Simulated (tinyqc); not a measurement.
Crystal pulling from the melt: segregation, interface stability, heat balance and point-defect regime: one step, computed by the program tinyqc.

A dilute solute; steady pulling with a flat interface unless it is found unstable.

Problem. Concentration at the frozen fraction g. Axial profile: C_s = k_eff C0 (1 - g)^(k_eff - 1); bulk melt C_L = C_s/k_eff. Usable fraction: the g at which C_s has changed by 30 % from its first value (0.99 at most).

Inputs (values chosen for the exercise, modelled on germanium in silicon): initial melt concentration C0 = 1.1e+18 1/cm^3; frozen fraction g = 0.2.

Loss from the melt surface: none.

k_eff = 0.3754328

Give: C_s; C_L; usable fraction.

Solution.

C_s = 4.747e+17 1/cm^3

C_L = 1.265e+18 1/cm^3

usable fraction = 0.3430

C_s rises along the crystal.
